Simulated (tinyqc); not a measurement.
Inside a calculation: dielectric confinement in a thin film (image charges). Values are carried at full precision from step to step, so a last printed digit may differ when a step is redone from the rounded ones.

A film |z| < t/2 of dielectric constant eps between half-spaces of dielectric constant e2; lam = (eps - e2)/(eps + e2), q = e^2/(4 pi eps0). The self-energy of a band edge is taken with the high-frequency value, e2 = eh, and the field of a fixed ion with the static one, e2 = eo. A charge at z has images lam^|n| at n t + (-1)^n z. Its self-energy is S(z) = (q/2 eps) sum over n >= 1 of lam^n [1/(n t - 2z) + 1/(n t + 2z)] for odd n and 2 lam^n/(n t) for even n; at the centre S(0) = -(q/(eps t)) ln(1 - lam).

Constants: e^2/(4 pi eps0) = 14.39964547 eV angstrom; hbar^2/2m0 = 3.80998211 eV angstrom^2; Ry = 13.60569312 eV.

Values chosen for the exercise (near those of a Ge film in vacuum; the results hold for these values, not for the real material):
```
symbol  value  unit      meaning
t       48     angstrom  film thickness
eps     16               dielectric constant of the film
eh      1                high-frequency dielectric constant outside
mz      0.118  m0        mass across the film
eo      1                static dielectric constant outside
m       0.155  m0        mass in the plane
```

## Images for a charge at the centre

Give lam, the first five terms (q/eps) lam^n/(n t), their sum and the closed form.

lam = 0.8824

terms (meV): 16.54  7.30  4.29  2.84  2.01

sum of five = 32.98 meV
S(0) = 40.13 meV

The surroundings screen less than the film, so the images repel and each band edge moves outwards: the gap changes by about 2 S = +80 meV.

## Self-energy across the film

S at 2z/t = 0, 0.2, 0.4, 0.6, 0.8 and 0.9, summed to n = 399.

Self-energy:
```
2z/t  z (angstrom)  S (meV)
0.0            0.0    40.13
0.2            4.8    40.84
0.4            9.6    43.37
0.6           14.4    49.65
0.8           19.2    69.94
0.9           21.6   111.18
```

Towards the wall S diverges as (q lam/4 eps)/(distance), an artefact of the abrupt interface that the vanishing envelope makes harmless.

## Shift of the subband edge

First order: <S> over the envelope (2/t) cos^2(pi z/t), beside the confinement energy c (pi/t)^2/mz, c = hbar^2/2m0.

<S> = 43.83 meV
confinement energy = 138.31 meV

|<S>| is 0.32 times the confinement energy; the first goes as 1/t and the second as 1/t^2, so they are equal at t = 151 angstrom.

## Binding of a donor

Donor at the centre, lam from the static eo, trial function cos(pi z/t) exp(-rho/l): E(l) = c/(m l^2) - (q/eps) times the integral over k of F(k t) (1 + (k l/2)^2)^(-3/2), with F(x) = F0 + 2 lam exp(-x) G/(1 - lam exp(-x)), F0 = 2[(1 - exp(-x/2))/x + x (1 + exp(-x/2))/(x^2 + 4 pi^2)], G = 2 sinh(x/2)[1/x - x/(x^2 + 4 pi^2)]; c = hbar^2/2m0. The binding energy is -E at the minimum, counted from the subband edge with its self-energy.

Minimise over l with and without images (lam = 0); Ry* = Ry m/eps^2.

Donor:
```
case         l (angstrom)  binding (meV)  in Ry*
no images            42.5           19.8    2.41
with images          34.4           92.0   11.17
```

Ry* = 8.24 meV

The images change the binding by +72.2 meV, against -2 (q/(eps t)) ln(1 - lam) = +80.3 meV for an orbit much smaller than t. At 300 K the binding is 3.6 kB T, which hinders ionisation.

## Checks

- S(0) from the series against the closed form, meV: both 40.13.
- F(2.3) for lam = 0.8824 from a direct sum over images against the closed form: both 0.9410.

Run: tinyqc, `OMP_NUM_THREADS=1 python tinyqc.py 1280299 1280300 out.jsonl`; Intel(R) Xeon(R) Processor @ 2.30GHz, one thread, shared host; about 0.03 s of CPU time with all checks.
